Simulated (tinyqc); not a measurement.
Worked calculation: polar nitride quantum well with polarisation fields. Values are carried at full precision from step to step, so a last printed digit may differ when a step is redone from the rounded ones.

Growth along [0001]. e_par = (a_sub - a)/a, Ppz = 2 e_par (e31 - e33 C13/C33), P = Psp + Ppz in each layer; strain relaxation and the strain shift of the gaps are left out, although thick layers with more than about 1 % mismatch would relax.

Constants: hbar^2/2m0 = 3.80998211 eV angstrom^2; hc = 1239.841984 eV nm.

Parameters, chosen for this exercise (near those of an InGaN well in GaN; not measured data):
```
symbol  value    unit      meaning
a_w     3.242    angstrom  lattice constant a, well
a_b     3.189    angstrom  lattice constant a, barrier
a_sub   3.189    angstrom  in-plane lattice constant of the stack
Psp_w   -0.0311  C/m^2     spontaneous polarisation
Psp_b   -0.034   C/m^2     spontaneous polarisation
e31_w   -0.343   C/m^2
e31_b   -0.351   C/m^2
e33_w   0.722    C/m^2
e33_b   0.672    C/m^2
C_w     0.272              C13/C33
C_b     0.268              C13/C33
Lw      19       angstrom  well width
Lb      75       angstrom  barrier width
eps_w   10.7               dielectric constant
eps_b   10.4               dielectric constant
Eg      2.849    eV        gap of the well
Vc      0.402    eV        conduction offset
Vv      0.189    eV        valence offset
me      0.181    m0        electron, well
meb     0.2      m0        electron, barrier
mh      1.26     m0        hole, everywhere
```

## Strain and polarisation

Give strain and polarisation of well and barrier; the bound sheet charge is |P_w - P_b|/e with e = 1.602176634e-19 C.

Layers:
```
layer       e_par  Ppz (C/m^2)  P (C/m^2)
well     -0.01635      0.01764   -0.01346
barrier   0.00000      0.00000   -0.03400
```

sheet charge = 1.282 x 1e13/cm^2

Of P_w - P_b = +0.0205 C/m^2 the piezoelectric part gives +0.0176 and the spontaneous part +0.0029.

## Built-in fields

In a periodic stack without free charge the potential drop over a period vanishes: F_w = (P_b - P_w) Lb/(eps0 (eps_w Lb + eps_b Lw)), F_b = -F_w Lw/Lb, eps0 = 8.8541878e-12 F/m; 1 MV/cm = 1e8 V/m = 0.01 V/angstrom.

Give both fields and the drop |F_w| Lw across the well.

F_w = -1.739 MV/cm
F_b = 0.441 MV/cm
drop = 0.330 eV

## Levels with and without the field

Envelope functions on cells of 0.25 angstrom over barrier, well, barrier (widths Lb, Lw, Lb), psi = 0 beyond, psi'/m continuous (mean mass between points), c = hbar^2/2m0. With u(z) the integral of e F (F_w in the well, F_b = -F_w Lw/Lb in the barriers, 1 MV/cm = 0.01 V/angstrom), zero at the centre of the well, the electron sees u plus Vc in the barriers and the hole -u plus Vv. The transition is Eg + E_e + E_h; excitons are left out.

Ground states of electron and hole, their centres, the squared overlap, the transition and its wavelength hc/E.

Results:
```
case            E_e (eV)  E_h (eV)  <z>_e  <z>_h  overlap^2  E (eV)     nm
no field          0.1669    0.0400    0.0    0.0      0.938  3.0559  405.7
built-in field    0.1412   -0.0156    4.2   -6.3      0.457  2.9746  416.8
```

The field shifts the line by -81 meV, pulls the carriers 10.5 angstrom apart and, with the rate proportional to overlap^2, lengthens the radiative lifetime by a factor 2.05.

## Estimate from two triangular wells

For a strong field: E = Eg - |e F_w| Lw + a0 (c (e F_w)^2)^(1/3) (me^(-1/3) + mh^(-1/3)), a0 = 2.338107, hard walls, c = hbar^2/2m0, 1 MV/cm = 0.01 V/angstrom.

electron term = 0.4334 eV
hole term = 0.2270 eV
E = 3.1789 eV

The electron term exceeds the drop across the well, so the electron still feels the far wall and the estimate is outside its range. Against the grid result 2.9746 eV the estimate errs by +204 meV: +127 from the electron and +77 from the hole, since hard walls stand in for offsets of 0.402 and 0.189 eV into which the carriers leak.

## Checks

- Electron level without field against the matching condition of the square well, eV: both 0.167.

tinyqc: `OMP_NUM_THREADS=1 python tinyqc.py 1282143 1282144 out.jsonl`; about 0.08 s, one thread, shared Intel(R) Xeon(R) Processor @ 2.30GHz.
